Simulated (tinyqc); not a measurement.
Worked calculation: empirical pseudopotential in a few plane waves. Computed by tinyqc, a small Python program that keeps every step. Settings: plane-wave index or count = 15. Command: `OMP_NUM_THREADS=1 python tinyqc.py 30730 30731 out.jsonl` (the two numbers bound the seeds that draw the settings). One thread of a shared host (Intel(R) Xeon(R) Processor @ 2.60GHz), about 0.2 s of CPU time with the checks.

## Bloch Hamiltonian at k

Parameters chosen for this model: fcc lattice, atoms at +/- a/8 (1,1,1); form factors in rydberg at |G|^2 in units of (2 pi/a)^2:
```
parameter                 value      unit
a                      6.420000  angstrom
VS(3)                 -0.206000        Ry
VS(8)                  0.045000        Ry
VS(11)                 0.061000        Ry
VA(3)                         0        Ry
VA(4)                         0        Ry
VA(11)                        0        Ry
hbar^2/2m (2 pi/a)^2   3.649326        eV
```

k point k (2 pi / a): 0.070000  -0.530000  -0.600000

Basis: the 15 shortest G (labels in 2 pi/a), the same at every k. H(G,G') = c |k + G|^2 delta + VS(|G-G'|^2) cos((G-G').tau) + i VA sin((G-G').tau), tau = a/8 (1,1,1); 1 Ry = 13.605693 eV.

H(k) at k (eV), lower triangle:
```
           +0+0+0     -1-1-1     -1-1+1     -1+1-1     -1+1+1     +1-1-1     +1-1+1     +1+1-1
+0+0+0   2.356734
-1-1-1   1.981860  21.041281
-1-1+1  -1.981860   0.000000  12.282900
-1+1-1  -1.981860   0.000000   0.612256  13.304711
-1+1+1  -1.981860  -0.612256   0.000000   0.000000   4.546330
+1-1-1  -1.981860   0.000000   0.612256   0.612256   0.000000  22.063092
+1-1+1  -1.981860  -0.612256   0.000000   0.000000   0.612256   0.000000  13.304711
+1+1-1  -1.981860  -0.612256   0.000000   0.000000   0.612256   0.000000   0.612256  14.326522
+1+1+1   1.981860   0.000000  -0.612256  -0.612256   0.000000  -0.612256   0.000000   0.000000
-2+0+0   0.000000  -1.981860  -1.981860  -1.981860   1.981860   0.586861  -0.586861  -0.586861
+0-2+0   0.000000  -1.981860  -1.981860   0.586861  -0.586861  -1.981860   1.981860  -0.586861
+0+0-2   0.000000  -1.981860   0.586861  -1.981860  -0.586861  -1.981860  -0.586861   1.981860
+0+0+2   0.000000  -0.586861   1.981860  -0.586861  -1.981860  -0.586861  -1.981860   0.586861
+0+2+0   0.000000  -0.586861  -0.586861   1.981860  -1.981860  -0.586861   0.586861  -1.981860
+2+0+0   0.000000  -0.586861  -0.586861  -0.586861   0.586861   1.981860  -1.981860  -1.981860

           +1+1+1     -2+0+0     +0-2+0     +0+0-2    +0+0+2    +0+2+0     +2+0+0
+1+1+1   5.568141
-2+0+0  -0.586861  15.932225
+0-2+0  -0.586861   0.612256  24.690607
+0+0-2  -0.586861   0.612256   0.612256  25.712418
+0+0+2  -1.981860  -0.612256  -0.612256   0.000000  8.195655
+0+2+0  -1.981860  -0.612256   0.000000  -0.612256  0.612256  9.217466
+2+0+0  -1.981860   0.000000  -0.612256  -0.612256  0.612256  0.612256  17.975848
```

## Levels at k

Diagonalise the Hermitian matrix.

eigenvalues (eV): -0.278611  2.424337  5.012589  5.965474  10.226094  12.029653  12.740280  13.255180  14.075185  17.971468  19.422967  19.739171  23.283373  25.713369  28.938113

## Bands along a path

The same steps at evenly spaced points between the labelled ones.

Bands along the path (eV), lowest eight:
```
k            band 1    band 2    band 3    band 4     band 5     band 6     band 7     band 8
L         -0.344830  2.117400  6.336973  6.336973   9.367583  11.241632  11.241632  15.282294
L-G 0.25  -0.903433  2.863570  6.336987  6.336987   9.381407  11.119461  11.119461  14.705723
L-G 0.50  -1.540948  4.247703  6.512737  6.512737   9.601991  11.008062  11.008062  13.057823
L-G 0.75  -1.964350  5.857172  6.768812  6.768812   9.885067  10.601475  10.601475  11.083924
G         -2.109661  6.904715  6.904715  6.904715   9.634200  10.335720  10.335720  10.335720
G-X 0.25  -1.915140  5.839551  6.546822  6.546822  10.026243  10.639934  11.015060  11.015060
G-X 0.50  -1.336133  4.155542  5.963296  5.963296   9.540360  10.726045  12.550779  12.550779
G-X 0.75  -0.387039  2.540055  5.592444  5.592444   9.335851   9.835687  14.485390  14.485390
X          0.906198  1.125317  5.571376  5.571376   9.300903   9.592765  16.691732  16.691732
```

With 4 band(s) filled, the highest filled level on these points lies at G and the lowest empty one at X: a gap of 2.3962 eV, indirect. This holds for the small fixed basis; with all plane waves up to |k + G|^2 = 21 (2 pi/a)^2 the gap along the path is 2.02 eV.

## Convergence with the number of plane waves

Levels at G counted from the fourth one.

Levels (eV):
```
plane waves     level 1   level 5   level 8
9            -12.445381  0.000000  2.449025
15            -9.014375  2.729485  3.431006
27            -8.448670  3.292365  3.344830
51            -8.600394  3.401602  3.453456
59            -8.664048  3.214243  3.427935
65            -8.680063  3.168437  3.427935
89            -8.630462  3.209747  3.397693
```
